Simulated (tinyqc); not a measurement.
## Voltage drop against the pad pitch

A grid of 17 by 17 nodes with segments Rx (rows) and Ry (columns); every node draws I1 and the central node kh I1; pads with resistance Rp sit at the nodes whose row and column are multiples of the pitch, counting from 0. The drops u = Vdd - V follow from G u = i, with G the conductance matrix and i the load currents, solved directly.

Values chosen for this exercise:

| symbol | value | unit | meaning |
|---|---|---|---|
| Vdd | 0.75 | V | supply voltage |
| Rx | 0.22 | ohm | resistance of a horizontal segment |
| Ry | 0.79 | ohm | resistance of a vertical segment |
| Rp | 0.053 | ohm | resistance from a pad node to the supply |
| kh | 5 |  | factor on the load at the hot node |
| I1 | 0.06 | mA | load current of a node in the large grid |

Result of one run:
```
pads,worst drop (mV),mean drop (mV),largest drop at a pad (mV),largest pad current (mA),worst drop over Vdd (%)
9,0.7749,0.6206,0.1806,3.408,0.1033
```

Which pad pitch gave this result: 1, 4, 8 or 16 nodes?

pitch = 8 nodes.

The whole series:
```
pitch (nodes),pads,worst drop (mV),mean drop (mV),largest drop at a pad (mV),largest pad current (mA),worst drop over Vdd (%)
1,289,0.01146,0.003224,0.01146,0.2163,0.001528
2,81,0.04492,0.02821,0.02211,0.4173,0.005990
4,25,0.1945,0.1408,0.05938,1.120,0.02593
8,9,0.7749,0.6206,0.1806,3.408,0.1033
16,4,3.146,2.512,0.2329,4.395,0.4195
```

The worst drop goes from 0.0115 to 3.15 mV while the number of pads falls from 289 to 4; between the last two rows it goes as pitch^(2.02). The largest drop at a pad is 100 % of the worst drop in the first row and 7.40 % in the last; the rest falls along the wires.

Program tinyqc, `OMP_NUM_THREADS=1 python tinyqc.py 2770107 2770108 out.jsonl`; Intel Xeon 2.30GHz, shared host, one thread, about 0.1 s.
